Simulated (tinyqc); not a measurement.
# Worked calculation: energy and delay of logic against supply voltage

Numbers from tinyqc (`OMP_NUM_THREADS=1 python tinyqc.py 2082191 2082192 out.jsonl`; about 0.01 s on one thread of a shared Intel Xeon 2.30GHz). Printed values are rounded.

One expression serves below and above threshold: I(Vg) = Ik [ln(1 + exp((Vg - VT + dd V)/(al nf Vt)))]^al, with I_on = I(V) and I_off = I(0). Gate delay td = kd C V/I_on, clock period LD td. Per gate and cycle the switching energy is act C V^2 and the leakage energy I_off V LD td. No short-circuit current, no variation. Minima are sought above 0.09 V; below a few Vt gates no longer switch and the model has no meaning.

Parameters, values chosen for the exercise; values of the order met in logic technologies: temperature T = 378 K; threshold voltage at zero drain bias VT = 0.19 V; slope factor nf = 1.12; barrier lowering per volt of supply dd = 0.1; specific current of a gate Ik = 1.6 uA; exponent of the current law al = 1.58; load capacitance of a gate C = 1.4 fF; delay factor kd = 1.1; logic depth LD = 12; activity factor act = 0.05; supply voltage V = 1.09 V.

Constants: q = 1.602176634e-19 C, kB = 1.380649e-23 J/K, Vt = kB T/q. Results are converted to the units shown.

## Currents, delay and energies

I_on, I_off, td, clock frequency 1/(LD td), both energies and their sum.

I_on = 147.333 uA
I_off = 145.623 nA
td = 11.3933 ps
clock frequency = 7.31426 GHz
switching energy = 83.1670 aJ
leakage energy = 21.7014 aJ
energy = 104.868 aJ

I_on/I_off = 1010; leakage makes up 20.7 % of the energy.

## Starting value

V = 0.19 V.

V at the start = 0.19 V

## Iteration 1: new V

Minimum-energy supply: E(V) is the energy per gate and cycle; with h = 0.001 V, E' = (E(V + h) - E(V - h))/(2 h), E'' = (E(V - h) - 2 E(V) + E(V + h))/h^2, V(new) = V - E'/E''.

E' = -24.2284 aJ/V
E'' = 786.713 aJ/V^2
V after iteration 1 = 0.220797 V

## Iteration 2: new V

As before.

E' = -2.16698 aJ/V
E'' = 636.665 aJ/V^2
V after iteration 2 = 0.224201 V

## Iteration 3: new V

As before.

E' = -0.0311779 aJ/V
E'' = 618.366 aJ/V^2
V after iteration 3 = 0.224251 V

## Course of the iteration

Stop when the step is below 1e-9 V, or after 40 iterations.

Course of the iteration:
```
iteration  V before the step (V)   step (V)
1                           0.19     0.0308
2                       0.220797    3.40e-3
3                       0.224201    5.04e-5
4                       0.224251    1.09e-8
5                       0.224251  -3.16e-14
```

Converged in 5 iterations. There leakage makes up 62.8 % of the energy and the clock runs at 585 MHz.
